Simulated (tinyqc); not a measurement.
Inside a calculation (part 1 of 2). Method: ROHF in the sto-6g basis, for BeH, spin multiplicity 2. Computed by tinyqc, a small Python program that keeps every step (integrals from PySCF). Settings: charge = 0, multiplicity = 2, basis = sto-6g, energy threshold = 1e-10, iteration cap = 74, orthogonalisation = canonical, start = core, DIIS depth = 0, method = ROHF. Command: `OMP_NUM_THREADS=1 python tinyqc.py 22688 22689 out.jsonl` (the two numbers bound the seeds that draw the settings). One thread of a shared host (Intel(R) Xeon(R) Processor @ 2.60GHz), about 0.1 s of CPU time with the checks. Later iterations appear only in the table of the cycle.

## One-electron integrals

Geometry (angstrom):

| atom | x | y | z |
|---|---|---|---|
| Be | 0.0000 | 0.0000 | 0.0000 |
| H | 0.0000 | 0.0000 | 2.2840 |

Basis sto-6g: exponents (1/bohr^2) and contraction coefficients of normalised primitives:

| element | l (shell) | exponent | coefficient |
|---|---|---|---|
| Be | s (1) | 312.8705 | 0.0092 |
| Be | s (1) | 57.3645 | 0.0494 |
| Be | s (1) | 16.0485 | 0.1685 |
| Be | s (1) | 5.5131 | 0.3706 |
| Be | s (1) | 2.1409 | 0.4165 |
| Be | s (1) | 0.8817 | 0.1303 |
| Be | s (2) | 13.6332 | -0.0133 |
| Be | s (2) | 2.6984 | -0.0470 |
| Be | s (2) | 0.8387 | -0.0338 |
| Be | s (2) | 0.3227 | 0.2502 |
| Be | s (2) | 0.1401 | 0.5951 |
| Be | s (2) | 0.0642 | 0.2407 |
| Be | p (3) | 13.6332 | 0.0038 |
| Be | p (3) | 2.6984 | 0.0377 |
| Be | p (3) | 0.8387 | 0.1739 |
| Be | p (3) | 0.3227 | 0.4180 |
| Be | p (3) | 0.1401 | 0.4259 |
| Be | p (3) | 0.0642 | 0.1017 |
| H | s (1) | 35.5232 | 0.0092 |
| H | s (1) | 6.5131 | 0.0494 |
| H | s (1) | 1.8221 | 0.1685 |
| H | s (1) | 0.6260 | 0.3706 |
| H | s (1) | 0.2431 | 0.4165 |
| H | s (1) | 0.1001 | 0.1303 |

Overlap, kinetic and nuclear-attraction integrals over the contracted functions; the nuclear repulsion is the sum of Za Zb / Rab.

nuclear repulsion = 0.926755 hartree

overlap S:
```
         1Be 1s  1Be 2s  1Be 2px  1Be 2py  1Be 2pz   2H 1s
1Be 1s   1.0000  0.2548   0.0000   0.0000   0.0000  0.0085
1Be 2s   0.2548  1.0000   0.0000   0.0000   0.0000  0.1659
1Be 2px  0.0000  0.0000   1.0000   0.0000   0.0000  0.0000
1Be 2py  0.0000  0.0000   0.0000   1.0000   0.0000  0.0000
1Be 2pz  0.0000  0.0000   0.0000   0.0000   1.0000  0.2291
2H 1s    0.0085  0.1659   0.0000   0.0000   0.2291  1.0000
```

kinetic energy T (hartree):
```
          1Be 1s   1Be 2s  1Be 2px  1Be 2py  1Be 2pz    2H 1s
1Be 1s    6.7688  -0.2074   0.0000   0.0000   0.0000  -0.0039
1Be 2s   -0.2074   0.2201   0.0000   0.0000   0.0000  -0.0040
1Be 2px   0.0000   0.0000   0.6613   0.0000   0.0000   0.0000
1Be 2py   0.0000   0.0000   0.0000   0.6613   0.0000   0.0000
1Be 2pz   0.0000   0.0000   0.0000   0.0000   0.6613   0.0160
2H 1s    -0.0039  -0.0040   0.0000   0.0000   0.0160   0.7685
```

nuclear attraction V (hartree):
```
           1Be 1s   1Be 2s  1Be 2px  1Be 2py  1Be 2pz    2H 1s
1Be 1s   -14.9465  -1.7098   0.0000   0.0000  -0.0065  -0.0605
1Be 2s    -1.7098  -2.5309   0.0000   0.0000  -0.0659  -0.3299
1Be 2px    0.0000   0.0000  -2.5176   0.0000   0.0000   0.0000
1Be 2py    0.0000   0.0000   0.0000  -2.5176   0.0000   0.0000
1Be 2pz   -0.0065  -0.0659   0.0000   0.0000  -2.5573  -0.4462
2H 1s     -0.0605  -0.3299   0.0000   0.0000  -0.4462  -2.1662
```

core Hamiltonian H = T + V (hartree):
```
          1Be 1s   1Be 2s  1Be 2px  1Be 2py  1Be 2pz    2H 1s
1Be 1s   -8.1777  -1.9171   0.0000   0.0000  -0.0065  -0.0644
1Be 2s   -1.9171  -2.3108   0.0000   0.0000  -0.0659  -0.3339
1Be 2px   0.0000   0.0000  -1.8564   0.0000   0.0000   0.0000
1Be 2py   0.0000   0.0000   0.0000  -1.8564   0.0000   0.0000
1Be 2pz  -0.0065  -0.0659   0.0000   0.0000  -1.8960  -0.4302
2H 1s    -0.0644  -0.3339   0.0000   0.0000  -0.4302  -1.3977
```

## Two-electron integrals

Functions are numbered as in S; the eight-fold symmetry (ij|kl) = (ji|kl) = (kl|ij) leaves the list below.

Two-electron integrals (ij|kl) in chemists' order, unique and non-zero (hartree):
```
(11|11) 2.3000     (21|11) 0.3619     (21|21) 0.0719     (22|11) 0.5703
(22|21) 0.1397     (22|22) 0.4178     (31|31) 0.0153     (32|31) 0.0226
(32|32) 0.0923     (33|11) 0.5703     (33|21) 0.1397     (33|22) 0.4178
(33|33) 0.4501     (41|41) 0.0153     (42|41) 0.0226     (42|42) 0.0923
(43|43) 0.0243     (44|11) 0.5703     (44|21) 0.1397     (44|22) 0.4178
(44|33) 0.4016     (44|44) 0.4501     (51|51) 0.0153     (52|51) 0.0226
(52|52) 0.0923     (53|53) 0.0243     (54|54) 0.0243     (55|11) 0.5703
(55|21) 0.1397     (55|22) 0.4178     (55|33) 0.4016     (55|44) 0.4016
(55|55) 0.4501     (61|11) 0.0121     (61|21) 0.0023     (61|22) 0.0046
(61|33) 0.0046     (61|44) 0.0046     (61|51) 2.35e-04   (61|52) 4.74e-04
(61|55) 0.0047     (61|61) 8.08e-05   (62|11) 0.0574     (62|21) 0.0144
(62|22) 0.0510     (62|33) 0.0489     (62|44) 0.0489     (62|51) 0.0018
(62|52) 0.0135     (62|55) 0.0553     (62|61) 0.0005     (62|62) 0.0126
(63|31) 0.0009     (63|32) 0.0051     (63|53) 0.0019     (63|63) 0.0007
(64|41) 0.0009     (64|42) 0.0051     (64|54) 0.0019     (64|64) 0.0007
(65|11) 0.0728     (65|21) 0.0184     (65|22) 0.0673     (65|33) 0.0637
(65|44) 0.0637     (65|51) 0.0029     (65|52) 0.0208     (65|55) 0.0745
(65|61) 0.0007     (65|62) 0.0185     (65|65) 0.0274     (66|11) 0.2316
(66|21) 0.0590     (66|22) 0.2295     (66|33) 0.2175     (66|44) 0.2175
(66|51) 0.0065     (66|52) 0.0637     (66|55) 0.2536     (66|61) 0.0022
(66|62) 0.0826     (66|65) 0.1259     (66|66) 0.7750
```

## Orthogonalisation

S = U s U^T; canonical form X = U s^(-1/2), so that X^T S X = 1. Each column of U has its largest component positive (the first on a tie).

eigenvalues of S: 0.6644  0.8239  1.0000  1.0000  1.1677  1.3439

X:
```
               1        2        3       4        5       6
1Be 1s   -0.5492   0.6062   0.0000  0.0000  -0.4945  0.3965
1Be 2s    0.7455  -0.4021   0.0000  0.0000  -0.3394  0.5197
1Be 2px   0.0000   0.0000   0.9354  0.3536   0.0000  0.0000
1Be 2py   0.0000   0.0000  -0.3536  0.9354   0.0000  0.0000
1Be 2pz   0.4538   0.6561   0.0000  0.0000   0.5687  0.3121
2H 1s    -0.6646  -0.5041   0.0000  0.0000   0.4162  0.4684
```

Within a degenerate level the vectors are fixed only up to a rotation; this is one choice.

## Starting guess

The start is the orbitals of the core Hamiltonian; D(s) = C_occ C_occ^T for each spin.

D(alpha) at the start:
```
          1Be 1s   1Be 2s  1Be 2px  1Be 2py  1Be 2pz    2H 1s
1Be 1s    1.0702  -0.2755   0.0000   0.0000  -0.0035   0.0123
1Be 2s   -0.2755   1.0813   0.0000   0.0000   0.0124  -0.0377
1Be 2px   0.0000   0.0000   0.0000   0.0000   0.0000   0.0000
1Be 2py   0.0000   0.0000   0.0000   0.0000   0.0000   0.0000
1Be 2pz  -0.0035   0.0124   0.0000   0.0000   1.0118  -0.0275
2H 1s     0.0123  -0.0377   0.0000   0.0000  -0.0275   0.0020
```

D(beta) at the start:
```
          1Be 1s   1Be 2s  1Be 2px  1Be 2py  1Be 2pz    2H 1s
1Be 1s    1.0585  -0.2240   0.0000   0.0000  -0.0995   0.0131
1Be 2s   -0.2240   0.8540   0.0000   0.0000   0.4359  -0.0412
1Be 2px   0.0000   0.0000   0.0000   0.0000   0.0000   0.0000
1Be 2py   0.0000   0.0000   0.0000   0.0000   0.0000   0.0000
1Be 2pz  -0.0995   0.4359   0.0000   0.0000   0.2227  -0.0210
2H 1s     0.0131  -0.0412   0.0000   0.0000  -0.0210   0.0020
```

## Iteration 1: building the Fock matrix

J_ij = sum D_kl (ij|kl) with D = D(alpha) + D(beta), K_ij = sum D_kl (ik|jl) for each spin; F = H + J - K(s); E = tr D H + tr D J / 2 - 0.5 sum_s tr D(s) K(s) + E_nn.

Coulomb J (hartree):
```
         1Be 1s  1Be 2s  1Be 2px  1Be 2py  1Be 2pz   2H 1s
1Be 1s   6.3276  1.1374   0.0000   0.0000   0.0166  0.0382
1Be 2s   1.1374  2.3854   0.0000   0.0000   0.0743  0.2830
1Be 2px  0.0000  0.0000   2.3660   0.0000   0.0000  0.0000
1Be 2py  0.0000  0.0000   0.0000   2.3660   0.0000  0.0000
1Be 2pz  0.0166  0.0743   0.0000   0.0000   2.4240  0.3717
2H 1s    0.0382  0.2830   0.0000   0.0000   0.3717  1.2252
```

exchange K(alpha) (hartree):
```
         1Be 1s  1Be 2s  1Be 2px  1Be 2py  1Be 2pz   2H 1s
1Be 1s   2.3553  0.3841   0.0000   0.0000   0.0000  0.0154
1Be 2s   0.3841  0.5410   0.0000   0.0000   0.0009  0.0640
1Be 2px  0.0000  0.0000   0.1278   0.0000   0.0000  0.0000
1Be 2py  0.0000  0.0000   0.0000   0.1278   0.0000  0.0000
1Be 2pz  0.0000  0.0009   0.0000   0.0000   0.5536  0.0800
2H 1s    0.0154  0.0640   0.0000   0.0000   0.0800  0.0301
```

exchange K(beta) (hartree):
```
         1Be 1s  1Be 2s  1Be 2px  1Be 2py  1Be 2pz   2H 1s
1Be 1s   2.3373  0.3634   0.0000   0.0000   0.0125  0.0144
1Be 2s   0.3634  0.3865   0.0000   0.0000   0.2016  0.0690
1Be 2px  0.0000  0.0000   0.0898   0.0000   0.0000  0.0000
1Be 2py  0.0000  0.0000   0.0000   0.0898   0.0000  0.0000
1Be 2pz  0.0125  0.2016   0.0000   0.0000   0.1804  0.0513
2H 1s    0.0144  0.0690   0.0000   0.0000   0.0513  0.0223
```

F(alpha) (hartree):
```
          1Be 1s   1Be 2s  1Be 2px  1Be 2py  1Be 2pz    2H 1s
1Be 1s   -4.2054  -1.1638   0.0000   0.0000   0.0101  -0.0416
1Be 2s   -1.1638  -0.4664   0.0000   0.0000   0.0075  -0.1149
1Be 2px   0.0000   0.0000   0.3818   0.0000   0.0000   0.0000
1Be 2py   0.0000   0.0000   0.0000   0.3818   0.0000   0.0000
1Be 2pz   0.0101   0.0075   0.0000   0.0000  -0.0256  -0.1385
2H 1s    -0.0416  -0.1149   0.0000   0.0000  -0.1385  -0.2026
```

F(beta) (hartree):
```
          1Be 1s   1Be 2s  1Be 2px  1Be 2py  1Be 2pz    2H 1s
1Be 1s   -4.1874  -1.1431   0.0000   0.0000  -0.0025  -0.0406
1Be 2s   -1.1431  -0.3120   0.0000   0.0000  -0.1932  -0.1199
1Be 2px   0.0000   0.0000   0.4198   0.0000   0.0000   0.0000
1Be 2py   0.0000   0.0000   0.0000   0.4198   0.0000   0.0000
1Be 2pz  -0.0025  -0.1932   0.0000   0.0000   0.3476  -0.1098
2H 1s    -0.0406  -0.1199   0.0000   0.0000  -0.1098  -0.1947
```

total energy of this density = -14.531042 hartree

## Iteration 1: Roothaan effective Fock matrix

With projectors Pc = D(beta) S, Po = (D(alpha) - D(beta)) S, Pv = 1 - D(alpha) S, the block xy is Px^T F Py; with Fc = (F(alpha) + F(beta))/2, the blocks are Fc for cc, oo, vv and cv, F(beta) for co and F(alpha) for ov.

effective F (hartree):
```
          1Be 1s   1Be 2s  1Be 2px  1Be 2py  1Be 2pz    2H 1s
1Be 1s   -4.1962  -1.1505   0.0000   0.0000  -0.0017  -0.0420
1Be 2s   -1.1505  -0.3779   0.0000   0.0000  -0.1013  -0.1231
1Be 2px   0.0000   0.0000   0.4008   0.0000   0.0000   0.0000
1Be 2py   0.0000   0.0000   0.0000   0.4008   0.0000   0.0000
1Be 2pz  -0.0017  -0.1013   0.0000   0.0000   0.1505  -0.1166
2H 1s    -0.0420  -0.1231   0.0000   0.0000  -0.1166  -0.1965
```

## Iteration 1: diagonalisation and new density

Diagonalise F' = X^T F X, C = X C', fill 3 alpha and 2 beta electrons from the bottom; D(s) = C_occ C_occ^T. Each column has its largest component positive (the first on a tie).

F' = X^T F X (hartree):
```
         1        2       3       4        5        6
1  -0.4955   0.7805  0.0000  0.0000  -0.8157   0.8114
2   0.7805  -0.9223  0.0000  0.0000   1.3373  -1.0195
3   0.0000   0.0000  0.4008  0.0000   0.0000   0.0000
4   0.0000   0.0000  0.0000  0.4008   0.0000   0.0000
5  -0.8157   1.3373  0.0000  0.0000  -1.4042   1.2585
6   0.8114  -1.0195  0.0000  0.0000   1.2585  -1.4072
```

orbital energies (hartree): MO1 -4.1980, MO2 -0.2529, MO3 -0.0039, MO4 0.2255, MO5 0.4008, MO6 0.4008

coefficients C:
```
             MO1      MO2      MO3      MO4     MO5      MO6
1Be 1s    0.9944  -0.1280  -0.2505   0.0540  0.0000   0.0000
1Be 2s    0.0214   0.4363   0.9365  -0.1871  0.0000   0.0000
1Be 2px   0.0000   0.0000   0.0000   0.0000  0.9539  -0.3002
1Be 2py   0.0000   0.0000   0.0000   0.0000  0.3002   0.9539
1Be 2pz   0.0012   0.2203   0.1426   0.9941  0.0000   0.0000
2H 1s    -0.0017   0.7659  -0.6264  -0.3308  0.0000   0.0000
```

D(alpha) after iteration 1:
```
          1Be 1s   1Be 2s  1Be 2px  1Be 2py  1Be 2pz    2H 1s
1Be 1s    1.0679  -0.2692   0.0000   0.0000  -0.0627   0.0572
1Be 2s   -0.2692   1.0678   0.0000   0.0000   0.2297  -0.2525
1Be 2px   0.0000   0.0000   0.0000   0.0000   0.0000   0.0000
1Be 2py   0.0000   0.0000   0.0000   0.0000   0.0000   0.0000
1Be 2pz  -0.0627   0.2297   0.0000   0.0000   0.0689   0.0794
2H 1s     0.0572  -0.2525   0.0000   0.0000   0.0794   0.9790
```

D(beta) after iteration 1:
```
          1Be 1s   1Be 2s  1Be 2px  1Be 2py  1Be 2pz    2H 1s
1Be 1s    1.0051  -0.0346   0.0000   0.0000  -0.0270  -0.0997
1Be 2s   -0.0346   0.1908   0.0000   0.0000   0.0962   0.3341
1Be 2px   0.0000   0.0000   0.0000   0.0000   0.0000   0.0000
1Be 2py   0.0000   0.0000   0.0000   0.0000   0.0000   0.0000
1Be 2pz  -0.0270   0.0962   0.0000   0.0000   0.0486   0.1688
2H 1s    -0.0997   0.3341   0.0000   0.0000   0.1688   0.5866
```

Within a degenerate level the vectors are fixed only up to a rotation; this is one choice.

## Iteration 2: building the Fock matrix

As before.

Coulomb J (hartree):
```
         1Be 1s  1Be 2s  1Be 2px  1Be 2py  1Be 2pz   2H 1s
1Be 1s   5.7400  1.0024   0.0000   0.0000   0.0239  0.0339
1Be 2s   1.0024  2.0730   0.0000   0.0000   0.1683  0.3299
1Be 2px  0.0000  0.0000   2.0501   0.0000   0.0000  0.0000
1Be 2py  0.0000  0.0000   0.0000   2.0501   0.0000  0.0000
1Be 2pz  0.0239  0.1683   0.0000   0.0000   2.1188  0.4598
2H 1s    0.0339  0.3299   0.0000   0.0000   0.4598  2.0925
```

exchange K(alpha) (hartree):
```
         1Be 1s  1Be 2s  1Be 2px  1Be 2py  1Be 2pz   2H 1s
1Be 1s   2.3395  0.3635   0.0000   0.0000   0.0012  0.0134
1Be 2s   0.3635  0.4445   0.0000   0.0000   0.1119  0.1004
1Be 2px  0.0000  0.0000   0.1030   0.0000   0.0000  0.0000
1Be 2py  0.0000  0.0000   0.0000   0.1030   0.0000  0.0000
1Be 2pz  0.0012  0.1119   0.0000   0.0000   0.1622  0.1613
2H 1s    0.0134  0.1004   0.0000   0.0000   0.1613  0.7609
```

exchange K(beta) (hartree):
```
         1Be 1s  1Be 2s  1Be 2px  1Be 2py  1Be 2pz   2H 1s
1Be 1s   2.3005  0.3704   0.0000   0.0000   0.0005  0.0122
1Be 2s   0.3704  0.1900   0.0000   0.0000   0.0933  0.1570
1Be 2px  0.0000  0.0000   0.0369   0.0000   0.0000  0.0000
1Be 2py  0.0000  0.0000   0.0000   0.0369   0.0000  0.0000
1Be 2pz  0.0005  0.0933   0.0000   0.0000   0.1078  0.1615
2H 1s    0.0122  0.1570   0.0000   0.0000   0.1615  0.5592
```

F(alpha) (hartree):
```
          1Be 1s   1Be 2s  1Be 2px  1Be 2py  1Be 2pz    2H 1s
1Be 1s   -4.7772  -1.2783   0.0000   0.0000   0.0161  -0.0439
1Be 2s   -1.2783  -0.6823   0.0000   0.0000  -0.0095  -0.1043
1Be 2px   0.0000   0.0000   0.0908   0.0000   0.0000   0.0000
1Be 2py   0.0000   0.0000   0.0000   0.0908   0.0000   0.0000
1Be 2pz   0.0161  -0.0095   0.0000   0.0000   0.0606  -0.1318
2H 1s    -0.0439  -0.1043   0.0000   0.0000  -0.1318  -0.0661
```

F(beta) (hartree):
```
          1Be 1s   1Be 2s  1Be 2px  1Be 2py  1Be 2pz    2H 1s
1Be 1s   -4.7382  -1.2852   0.0000   0.0000   0.0168  -0.0427
1Be 2s   -1.2852  -0.4278   0.0000   0.0000   0.0091  -0.1610
1Be 2px   0.0000   0.0000   0.1568   0.0000   0.0000   0.0000
1Be 2py   0.0000   0.0000   0.0000   0.1568   0.0000   0.0000
1Be 2pz   0.0168   0.0091   0.0000   0.0000   0.1150  -0.1319
2H 1s    -0.0427  -0.1610   0.0000   0.0000  -0.1319   0.1356
```

total energy of this density = -14.776421 hartree

## Iteration 2: Roothaan effective Fock matrix

As before.

effective F (hartree):
```
          1Be 1s   1Be 2s  1Be 2px  1Be 2py  1Be 2pz    2H 1s
1Be 1s   -4.7575  -1.2858   0.0000   0.0000   0.0168  -0.0409
1Be 2s   -1.2858  -0.5553   0.0000   0.0000  -0.0126  -0.1339
1Be 2px   0.0000   0.0000   0.1238   0.0000   0.0000   0.0000
1Be 2py   0.0000   0.0000   0.0000   0.1238   0.0000   0.0000
1Be 2pz   0.0168  -0.0126   0.0000   0.0000   0.0878  -0.1248
2H 1s    -0.0409  -0.1339   0.0000   0.0000  -0.1248   0.0364
```

## Iteration 2: diagonalisation and new density

As before.

F' = X^T F X (hartree):
```
         1        2       3       4        5        6
1  -0.4953   1.0210  0.0000  0.0000  -0.9693   0.8233
2   1.0210  -1.0909  0.0000  0.0000   1.3710  -1.1751
3   0.0000   0.0000  0.1238  0.0000   0.0000   0.0000
4   0.0000   0.0000  0.0000  0.1238   0.0000   0.0000
5  -0.9693   1.3710  0.0000  0.0000  -1.6331   1.5013
6   0.8233  -1.1751  0.0000  0.0000   1.5013  -1.5281
```

orbital energies (hartree): MO1 -4.7589, MO2 -0.2513, MO3 -0.0119, MO4 0.1238, MO5 0.1238, MO6 0.2747

coefficients C:
```
             MO1      MO2      MO3     MO4      MO5      MO6
1Be 1s    0.9954  -0.2537   0.1090  0.0000   0.0000   0.0619
1Be 2s    0.0176   0.9279  -0.4133  0.0000   0.0000  -0.2658
1Be 2px   0.0000   0.0000   0.0000  0.6272   0.7788   0.0000
1Be 2py   0.0000   0.0000   0.0000  0.7788  -0.6272   0.0000
1Be 2pz  -0.0031   0.1040   0.6405  0.0000   0.0000  -0.7975
2H 1s    -0.0017   0.2876   0.5814  0.0000   0.0000   0.8172
```

D(alpha) after iteration 2:
```
          1Be 1s   1Be 2s  1Be 2px  1Be 2py  1Be 2pz    2H 1s
1Be 1s    1.0670  -0.2629   0.0000   0.0000   0.0404  -0.0113
1Be 2s   -0.2629   1.0321   0.0000   0.0000  -0.1683   0.0266
1Be 2px   0.0000   0.0000   0.0000   0.0000   0.0000   0.0000
1Be 2py   0.0000   0.0000   0.0000   0.0000   0.0000   0.0000
1Be 2pz   0.0404  -0.1683   0.0000   0.0000   0.4211   0.4023
2H 1s    -0.0113   0.0266   0.0000   0.0000   0.4023   0.4207
```

D(beta) after iteration 2:
```
          1Be 1s   1Be 2s  1Be 2px  1Be 2py  1Be 2pz    2H 1s
1Be 1s    1.0551  -0.2178   0.0000   0.0000  -0.0294  -0.0746
1Be 2s   -0.2178   0.8613   0.0000   0.0000   0.0964   0.2669
1Be 2px   0.0000   0.0000   0.0000   0.0000   0.0000   0.0000
1Be 2py   0.0000   0.0000   0.0000   0.0000   0.0000   0.0000
1Be 2pz  -0.0294   0.0964   0.0000   0.0000   0.0108   0.0299
2H 1s    -0.0746   0.2669   0.0000   0.0000   0.0299   0.0827
```

Within a degenerate level the vectors are fixed only up to a rotation; this is one choice.

## Iteration 46 (converged): orbitals

converged F (hartree):
```
          1Be 1s   1Be 2s  1Be 2px  1Be 2py  1Be 2pz    2H 1s
1Be 1s   -4.5431  -1.2259   0.0000   0.0000  -0.0018  -0.0419
1Be 2s   -1.2259  -0.5812   0.0000   0.0000   0.0022  -0.0792
1Be 2px   0.0000   0.0000   0.2193   0.0000   0.0000   0.0000
1Be 2py   0.0000   0.0000   0.0000   0.2193   0.0000   0.0000
1Be 2pz  -0.0018   0.0022   0.0000   0.0000   0.2321  -0.0601
2H 1s    -0.0419  -0.0792   0.0000   0.0000  -0.0601  -0.0926
```

As before.

F' = X^T F X (hartree):
```
         1        2       3       4        5        6
1  -0.5959   0.9546  0.0000  0.0000  -0.8115   0.8355
2   0.9546  -1.0587  0.0000  0.0000   1.3755  -1.0690
3   0.0000   0.0000  0.2193  0.0000   0.0000   0.0000
4   0.0000   0.0000  0.0000  0.2193   0.0000   0.0000
5  -0.8115   1.3755  0.0000  0.0000  -1.5190   1.4712
6   0.8355  -1.0690  0.0000  0.0000   1.4712  -1.4456
```

orbital energies (hartree): MO1 -4.5443, MO2 -0.2710, MO3 -0.0808, MO4 0.2193, MO5 0.2193, MO6 0.2770

coefficients C:
```
             MO1      MO2      MO3     MO4      MO5      MO6
1Be 1s    0.9954  -0.2726   0.0723  0.0000   0.0000  -0.0204
1Be 2s    0.0175   1.0022  -0.3009  0.0000   0.0000   0.0872
1Be 2px   0.0000   0.0000   0.0000  0.4601   0.8878   0.0000
1Be 2py   0.0000   0.0000   0.0000  0.8878  -0.4601   0.0000
1Be 2pz   0.0008  -0.0058   0.1309  0.0000   0.0000   1.0198
2H 1s    -0.0021   0.1322   0.9672  0.0000   0.0000  -0.3680
```

D(alpha) after iteration 46:
```
          1Be 1s   1Be 2s  1Be 2px  1Be 2py  1Be 2pz    2H 1s
1Be 1s    1.0704  -0.2776   0.0000   0.0000   0.0118   0.0318
1Be 2s   -0.2776   1.0952   0.0000   0.0000  -0.0452  -0.1585
1Be 2px   0.0000   0.0000   0.0000   0.0000   0.0000   0.0000
1Be 2py   0.0000   0.0000   0.0000   0.0000   0.0000   0.0000
1Be 2pz   0.0118  -0.0452   0.0000   0.0000   0.0172   0.1259
2H 1s     0.0318  -0.1585   0.0000   0.0000   0.1259   0.9530
```

D(beta) after iteration 46:
```
          1Be 1s   1Be 2s  1Be 2px  1Be 2py  1Be 2pz    2H 1s
1Be 1s    1.0652  -0.2558   0.0000   0.0000   0.0024  -0.0381
1Be 2s   -0.2558   1.0047   0.0000   0.0000  -0.0058   0.1325
1Be 2px   0.0000   0.0000   0.0000   0.0000   0.0000   0.0000
1Be 2py   0.0000   0.0000   0.0000   0.0000   0.0000   0.0000
1Be 2pz   0.0024  -0.0058   0.0000   0.0000   0.0000  -0.0008
2H 1s    -0.0381   0.1325   0.0000   0.0000  -0.0008   0.0175
```

Within a degenerate level the vectors are fixed only up to a rotation; this is one choice.
